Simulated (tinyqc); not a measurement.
Heavy doping: band filling, gap narrowing, band tails and the effective intrinsic density: one step, computed by the program tinyqc.

An n-type crystal above its Mott density, with all dopants ionised: n = N_D - N_A, ionised centres N_I = N_D + N_A. Valleys are taken as spherical with mass m_e.

Problem. Scales. n = N_D (1 - ratio); Ry* = Ry m_e/eps^2, a* = a_0 eps/m_e; r_s = (3/(4 pi n))^(1/3)/a*; k_F = (3 pi^2 n/M_c)^(1/3); Mott density (0.26/a*)^3.

Inputs (values chosen for the exercise, for a model semiconductor):
```
quantity                      value   unit
electron mass m_e             0.282    m_0
valleys M_c                       1      -
dielectric constant eps        9.22      -
donor density N_D           1.2e+19  cm^-3
compensation ratio N_A/N_D      0.1      -
```

Conduction band: non-parabolic (Kane).

Constants: a_0 = 0.529177210903 angstrom; Ry = 13.605693123 eV.

Give: n; Ry*; a*; r_s; k_F; Mott density.

Solution.

n = 1.08e+19 cm^-3

Ry* = 45.13 meV

a* = 17.30 angstrom

r_s = 1.622

k_F = 0.06838 1/angstrom

Mott density = 3.394e+18 cm^-3
